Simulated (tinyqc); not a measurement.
Signal and retention of a DRAM cell: two steps of the calculation.

A stored one starts at Vd and leaks: Cs dV/dt = -I(V), I = a sqrt((V + Vb)/(Vd + Vb)) + b, with a = Ig exp[-(Eg1 q/kB)(1/T - 1/T0)] (generation in a depletion layer) and b = Is exp[-(Es q/kB)(1/T - 1/T0)]. The bit line is precharged to Vd/2, and charge sharing gives the signal (V - Vd/2) Cs/(Cs + Cb).

Parameters, values chosen for the exercise: array voltage Vd = 1.1 V; cell capacitance Cs = 16 fF; bit-line capacitance Cb = 95 fF; smallest signal that the sense amplifier resolves dm = 57 mV; deviation of ln(retention time) over the cells sg = 0.83; cells Nc = 8.59e9; refresh interval tr = 64 ms.

Constants: q = 1.602176634e-19 C. Results are converted to the units shown.

Problem 1. Signal and margin. The cell fails below Vc = Vd/2 + dm (Cs + Cb)/Cs.

Find: transfer ratio; signal of a fresh one; Vc; charge that may be lost; the same in electrons.

Solution 1.

transfer ratio = 0.1441
signal of a fresh one = 79.28 mV
Vc = 0.9454 V
charge that may be lost = 2.473 fC
the same in electrons = 1.544e4

Problem 2. Failing cells. This time is the median of a log-normal spread: failing cells = Nc erfc(z/sqrt 2)/2, z = ln(t/tr)/sg. One failure is expected at the interval where that count equals 1.

retention time = 0.60885562 s

Give: z; failing cells; interval for one failure.

Solution 2.

z = 2.7141
failing cells = 2.8543e7
interval for one failure = 3.1616 ms

The weakest cell of the array lies about 6.34 deviations out, a factor of 193 below the median; the chosen interval is longer than that time.

Range of the model: Real arrays also hold a tail of unusually leaky cells and cells whose retention varies in time, which this model lacks.

Program tinyqc, `OMP_NUM_THREADS=1 python tinyqc.py 2130049 2130050 out.jsonl`; Intel Xeon 2.30GHz, shared host, one thread, about 0.01 s.
